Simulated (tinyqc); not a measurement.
From one set of inputs to another, one input at a time: speciation in dilute and buffered hydrofluoric acid, oxide etch rate and bath loading. Computed by tinyqc, a small Python program. Command: `OMP_NUM_THREADS=1 python tinyqc.py 3121108 3121109 out.jsonl hfetch ladder`. One thread of a shared host (Intel(R) Xeon(R) Processor @ 2.30GHz), about 0.01 s of CPU time with the checks.

Concentrations stand for activities, NH4+ and Cl- are spectators, and water ionisation is neglected. H, F and HF2 denote the ions H+, F- and HF2-. The base temperature is 298 K.

The inputs printed are set A. Inputs not listed in the table keep their values of set A, so the rows need not describe a real material.

Inputs (values chosen for the exercise, of the order of those for thermal oxide at room temperature):
```
quantity                           value            unit
HF added                               1           mol/L
NH4F added                           1.2           mol/L
HCl added                              0           mol/L
K1 = [H][F]/[HF]                 0.00063           mol/L
K2 = [HF2]/([HF][F])                4.23           L/mol
K3 = [H2F2]/[HF]^2                     0           L/mol
rate constant of neutral HF k_a       10  nm L/(min mol)
rate constant of HF2 k_b              65  nm L/(min mol)
activation energy                   0.38              eV
temperature error                   0.83               K
oxide removed per wafer               28              nm
```

Constants: k_B = 8.617333262e-05 eV/K.

Method:
- Fluoride balance: [HF] + [F] + 2 [HF2] + 2 [H2F2] = HF added + NH4F added. Acid balance: [H] + [HF] + [HF2] + 2 [H2F2] = HF added + HCl added. For a trial [H], [HF] = [H][F]/K1, and the fluoride balance is a quadratic in [F].
- The root is refined to 1e-13 in pH = -log10 [H].
- Rate = k_a ([HF] + 2 [H2F2]) + k_b [HF2], an empirical two-term form.
- Time = oxide/rate; a temperature error changes the rate by exp((E_a/k_B)(1/298 - 1/(298 + error))) - 1.

Each row keeps all changes above it:
```
input moved                                          from        to  etch rate (nm/min)  [HF2] (mol/L)  share of HF2 in the rate (%)
set A                                                   -         -              47.682        0.68520                        93.406
rate constant of neutral HF k_a (nm L/(min mol))       10        15              49.254        0.68520                        90.425
NH4F added (mol/L)                                    1.2      0.59              35.977        0.42018                        75.913
HF added (mol/L)                                        1      0.19               9.140        0.12584                        89.484
K1 = [H][F]/[HF] (mol/L)                          0.00063  0.000728               9.140        0.12583                        89.485
K2 = [HF2]/([HF][F]) (L/mol)                         4.23      4.18               9.117        0.12536                        89.382
rate constant of HF2 k_b (nm L/(min mol))              65        68               9.493        0.12536                        89.803
```

Etch rate goes from 47.7 to 9.49, a factor 0.199 in all. The largest single move comes from HF added (a factor 0.254). [HF2] goes from 0.685 to 0.125, a factor 0.183 in all. The largest single move comes from HF added (a factor 0.299). Share of HF2 in the rate goes from 93.4 to 89.8, a factor 0.961 in all. The largest single move comes from NH4F added (a factor 0.840), and HF added works against it (a factor 1.18). The single moves hold for this order of the switches; the total does not depend on the order.

Caution (all rows): at ionic strengths above about 0.5 mol/L activities differ much from concentrations, so pH and rates are only indicative.

Extremes, crossings and ranges named in words are read from the listed rows.
